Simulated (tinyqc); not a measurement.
Worked calculation: Pariser-Parr-Pople SCF with singles CI, for the molecule C=Cc1ccccc1N (SMILES; centres numbered as the heavy atoms are written). One step of it, computed by the program tinyqc.

Task: Iteration 1: orbitals and new P. Diagonalise F (the basis is taken as orthonormal) and form P = 2 sum c c over the lowest orbitals; 0.3 of the old P is kept.

F (eV), order 1C, 2C, 3C, 4C, 5C, 6C, 7C, 8C, 9N:
```
[[-5.859619, -4.723893, 0.226373, 0.371845, -0.137006, -0.188753, 0.153207, 0.283971, -0.519716],
 [-4.723893, -5.428809, -3.603191, 0.000000, 0.132379, 0.000000, -0.006873, 0.000000, 0.284393],
 [0.226373, -3.603191, -5.534445, -4.046824, 0.226322, 0.445564, -0.226310, -3.667606, 0.519626],
 [0.371845, 0.000000, -4.046824, -5.019096, -4.184359, 0.000000, 0.544395, 0.000000, 0.073291],
 [-0.137006, 0.132379, 0.226322, -4.184359, -5.052137, -4.034553, 0.226368, 0.374452, -0.343330],
 [-0.188753, 0.000000, 0.445564, 0.000000, -4.034553, -5.090289, -4.292930, 0.000000, 0.230101],
 [0.153207, -0.006873, -0.226310, 0.544395, 0.226368, -4.292930, -5.680699, -3.805487, 0.519630],
 [0.283971, 0.000000, -3.667606, 0.000000, 0.374452, 0.000000, -3.805487, -6.292214, -4.157806],
 [-0.519716, 0.284393, 0.519626, 0.073291, -0.343330, 0.230101, 0.519630, -4.157806, -10.945237]]
```

pi electrons, sum of z_r less the charge = 10

P at the start, order 1C, 2C, 3C, 4C, 5C, 6C, 7C, 8C, 9N:
```
[[1.116909, 0.873353, -0.116909, -0.258133, 0.116909, 0.166246, -0.116909, -0.161476, 0.249476],
 [0.873353, 1.000000, 0.453744, 0.000000, -0.091887, 0.000000, 0.004771, 0.000000, -0.151341],
 [-0.116909, 0.453744, 1.116909, 0.619991, -0.116909, -0.253362, 0.116909, 0.478148, -0.249476],
 [-0.258133, 0.000000, 0.619991, 1.000000, 0.671431, 0.000000, -0.309573, 0.000000, -0.048211],
 [0.116909, -0.091887, -0.116909, 0.671431, 1.116909, 0.615220, -0.116909, -0.212915, 0.249476],
 [0.166246, 0.000000, -0.253362, 0.000000, 0.615220, 1.000000, 0.711878, 0.000000, -0.151341],
 [-0.116909, 0.004771, 0.116909, -0.309573, -0.116909, 0.711878, 1.116909, 0.529588, -0.249476],
 [-0.161476, 0.000000, 0.478148, 0.000000, -0.212915, 0.000000, 0.529588, 1.000000, 0.647691],
 [0.249476, -0.151341, -0.249476, -0.048211, 0.249476, -0.151341, -0.249476, 0.647691, 1.532363]]
```

Give: orbital energies; P after iteration 1.

Result:

orbital energies (eV): [-14.4662, -12.2205, -11.3380, -9.5112, -8.7378, -1.6408, -0.5299, 0.7280, 2.8136]

P after iteration 1, order 1C, 2C, 3C, 4C, 5C, 6C, 7C, 8C, 9N:
```
[[1.1049, 0.8942, -0.0944, -0.2379, 0.0760, 0.1688, -0.0707, -0.1990, 0.2031],
 [0.8942, 0.9829, 0.4233, 0.0095, -0.0754, -0.0127, -0.0013, 0.0168, -0.1144],
 [-0.0944, 0.4233, 1.0923, 0.6159, -0.0772, -0.2744, 0.0721, 0.5280, -0.2344],
 [-0.2379, 0.0095, 0.6159, 0.9859, 0.6797, 0.0188, -0.3161, -0.0014, -0.0264],
 [0.0760, -0.0754, -0.0772, 0.6797, 1.0662, 0.6292, -0.0794, -0.2601, 0.2027],
 [0.1688, -0.0127, -0.2744, 0.0188, 0.6292, 0.9849, 0.6984, 0.0081, -0.0995],
 [-0.0707, -0.0013, 0.0721, -0.3161, -0.0794, 0.6984, 1.0982, 0.5711, -0.2378],
 [-0.1990, 0.0168, 0.5280, -0.0014, -0.2601, 0.0081, 0.5711, 0.9894, 0.5268],
 [0.2031, -0.1144, -0.2344, -0.0264, 0.2027, -0.0995, -0.2378, 0.5268, 1.6952]]
```
